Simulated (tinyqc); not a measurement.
What moves the results: Shockley-Read-Hall recombination through one deep level. A value that a table varies takes the place of the one given here.

One level at Et with degeneracy 1: tn = 1/(sn vth Nt), tp = 1/(sp_ vth Nt), n1 = Nc exp((Et - Eg)/kT), p1 = Nv exp(-Et/kT), ni^2 = n1 p1. Equilibrium n0 = Nm, p0 = ni^2/Nm; n = n0 + dn, p = p0 + dn. U = (n p - ni^2)/(tp (n + n1) + tn (p + p1)), lifetime dn/U; emission rates en = sn vth n1, ep = sp_ vth p1.

Constants: kB = 8.617333262e-05 eV/K.

Inputs chosen for the exercise (gap and densities of states near those of Si at this temperature; shifted at random, so the results belong to these values and not to a real crystal):

| symbol | value | unit | meaning |
|---|---|---|---|
| E1 | 0.658 | eV | level (+1/0) above Ev |
| E2 | 0.556 | eV | level (0/-1) above Ev |
| gm | 1 |  | degeneracy of the middle state, the others 1 |
| T | 300 | K |  |
| Eg | 1.123 | eV | gap |
| Nc | 2.74e+19 | 1/cm^3 | conduction-band density of states |
| Nv | 1.15e+19 | 1/cm^3 | valence-band density of states |
| Nd | 1e+15 | 1/cm^3 | ionised shallow donors minus acceptors |
| Et | 0.556 | eV | recombination level above Ev |
| Nt | 7.4e+15 | 1/cm^3 | defects |
| sn | 8.9e-15 | cm^2 | electron capture cross-section |
| sp_ | 1.3e-14 | cm^2 | hole capture cross-section |
| vth | 23000000 | cm/s | thermal velocity, both carriers |
| Nm | 7.4e+16 | 1/cm^3 | equilibrium electrons for the lifetime steps |
| dn | 9.1e+16 | 1/cm^3 | excess pairs |

## Charge state against the Fermi level (deep level with several charge states)

Energies from Ev. The defect has charge states +1, 0, -1 with weights 1, gm exp((EF - E1)/kT), exp((2 EF - E1 - E2)/kT); the shares are the weights over their sum. Boltzmann carriers: n = Nc exp((EF - Eg)/kT), p = Nv exp(-EF/kT). Neutrality: p - n + Nd + Nt <q> = 0.

Shares:

| EF (eV) | +1 | 0 | -1 | <q> |
|---|---|---|---|---|
| 0.067 | 1.000 | 0.000 | 0.000 | 1.000 |
| 0.157 | 1.000 | 0.000 | 0.000 | 1.000 |
| 0.247 | 1.000 | 0.000 | 0.000 | 1.000 |
| 0.337 | 1.000 | 0.000 | 0.000 | 1.000 |
| 0.427 | 1.000 | 0.000 | 0.000 | 1.000 |
| 0.517 | 0.995 | 0.004 | 0.001 | 0.994 |
| 0.606 | 0.486 | 0.065 | 0.449 | 0.036 |
| 0.696 | 0.001 | 0.004 | 0.995 | -0.994 |
| 0.786 | 0.000 | 0.000 | 1.000 | -1.000 |
| 0.876 | 0.000 | 0.000 | 1.000 | -1.000 |
| 0.966 | 0.000 | 0.000 | 1.000 | -1.000 |
| 1.056 | 0.000 | 0.000 | 1.000 | -1.000 |

What does this show, and why?

E2 lies below E1 (negative U = -0.102 eV), so the charge goes from +1 to -1 near (E1 + E2)/2 = 0.607 eV, two electrons at once; the middle state never exceeds a share of 0.065.

## Defects against doping (deep level with several charge states)

Nt takes the listed multiples of |Nd|; the resistivity uses mobilities of 1000 (electrons) and 300 (holes) cm^2/(V s), chosen for the exercise, and e = 1.602176634e-19 C.

Neutral state:

| Nt/\|Nd\| | EF (eV) | n (1/cm^3) | p (1/cm^3) | rho (ohm cm) |
|---|---|---|---|---|
| 0.01 | 0.8586 | 9.90e+14 | 4.34e+04 | 6.30 |
| 0.10 | 0.8561 | 9.00e+14 | 4.77e+04 | 6.94 |
| 0.30 | 0.8496 | 7.00e+14 | 6.13e+04 | 8.92 |
| 0.60 | 0.8351 | 4.00e+14 | 1.07e+05 | 15.6 |
| 0.90 | 0.7993 | 1.00e+14 | 4.29e+05 | 62.4 |
| 1.10 | 0.6502 | 3.13e+11 | 1.37e+08 | 2.00e+04 |
| 1.50 | 0.6294 | 1.40e+11 | 3.07e+08 | 4.46e+04 |
| 3.00 | 0.6166 | 8.52e+10 | 5.04e+08 | 7.31e+04 |
| 10.00 | 0.6098 | 6.55e+10 | 6.56e+08 | 9.51e+04 |

What does this show, and why?

EF goes from 0.859 to 0.610 eV and the resistivity from 6.3 to 9.51e+04 ohm cm, with a largest value of 9.51e+04. The largest move of EF, -0.149 eV, comes between Nt/|Nd| = 0.9 and 1.1; the levels lie at 0.658 and 0.556 eV. A defect can take up to one carrier of either sign, so the doping can be cancelled no earlier than Nt = |Nd|, there only if EF lies well beyond the level that takes the carriers and otherwise at larger Nt (mean charge -0.10 in the last row).

## Lifetime against injection

Recombination:

| dn (1/cm^3) | lifetime (microsecond) | U (1/(cm^3 s)) |
|---|---|---|
| 1.0e+11 | 0.0004520 | 2.21e+20 |
| 1.0e+12 | 0.0004520 | 2.21e+21 |
| 1.0e+13 | 0.0004520 | 2.21e+22 |
| 1.0e+14 | 0.0004528 | 2.21e+23 |
| 1.0e+15 | 0.0004608 | 2.17e+24 |
| 1.0e+16 | 0.0005305 | 1.88e+25 |
| 1.0e+17 | 0.0008314 | 1.20e+26 |
| 1.0e+18 | 0.001067 | 9.38e+26 |

How do the results move?

The lifetime rises from 0.000452 to 0.001067 microsecond; tn + tp = 0.001112. At low injection it is tp (1 + n1/n0) + tn p1/n0 with n1/Nm = 1.1e-07 and p1/Nm = 7.1e-08: re-emission is negligible, so minority capture alone counts. Auger and radiative paths are left out; they cut in at the highest injections, and in a doped direct-gap crystal the radiative one counts at all injections. dn = dp neglects trapped charge, which matters where the traps hold a charge comparable with dn, at low injection and with very unequal cross sections.

## Where a level does most harm

Et takes the values listed; G = Nt en ep/(en + ep) in a depleted region; the lifetime is for dn = 1e11 1/cm^3.

Results:

| Et (eV) | lifetime (microsecond) | G (1/(cm^3 s)) |
|---|---|---|
| 0.067 | 0.00814 | 7.55e+10 |
| 0.157 | 0.000688 | 2.45e+12 |
| 0.247 | 0.000459 | 7.98e+13 |
| 0.337 | 0.000452 | 2.59e+15 |
| 0.427 | 0.000452 | 8.43e+16 |
| 0.517 | 0.000452 | 2.60e+18 |
| 0.606 | 0.000452 | 1.65e+18 |
| 0.696 | 0.000452 | 5.17e+16 |
| 0.786 | 0.000452 | 1.59e+15 |
| 0.876 | 0.000464 | 4.89e+13 |
| 0.966 | 0.000838 | 1.50e+12 |
| 1.056 | 0.0130 | 4.63e+10 |

What does this show?

Generation peaks where en = ep, at Eg/2 + (kT/2) ln(sp_ Nv/(sn Nc)) = 0.555 eV; the largest value listed is at 0.517 eV, and G falls by a decade for each 0.060 eV away from the peak. The lifetime is within a factor 2 of its minimum, 0.000452 microsecond, from 0.157 to 0.966 eV: recombination tolerates a wide range of Et, generation a narrow one.

## What moves lifetime and leakage

G = Nt en ep/(en + ep). Each row changes one parameter from the base and keeps the others.

Results:

| case | lifetime (microsecond) | G (1/(cm^3 s)) |
|---|---|---|
| base | 0.0008160 | 6.00e+18 |
| Et = 0.596 eV | 0.0008160 | 2.37e+18 |
| sn = 1.78e-14 cm^2 | 0.0006340 | 7.91e+18 |
| sp_ = 2.6e-14 cm^2 | 0.0005901 | 8.08e+18 |
| Nt = 3.7e+15 1/cm^3 | 0.001632 | 3.00e+18 |
| Nm = 2.22e+17 1/cm^3 | 0.0006439 | 6.00e+18 |
| dn = 2.73e+17 1/cm^3 | 0.0009713 | 6.00e+18 |

What can be read from the table?

The largest shifts from the base row, up to three for each result and ties (the steps differ in size, so this ranks the rows, not the parameters). lifetime (microsecond): Nt +0.000816, sp_ -0.000226, sn -0.000182; unchanged at the printed digits by Et. G (1/(cm^3 s)): Et -3.62e+18, Nt -3.00e+18, sp_ +2.08e+18; unchanged at the printed digits by Nm and dn.

Computed by tinyqc, a small Python program: `OMP_NUM_THREADS=1 python tinyqc.py 1681997 1681998 out.jsonl` (the numbers bound the seed that draws the inputs); one thread of a shared host (Intel(R) Xeon(R) Processor @ 2.30GHz), about 0.01 s for the whole set of steps.
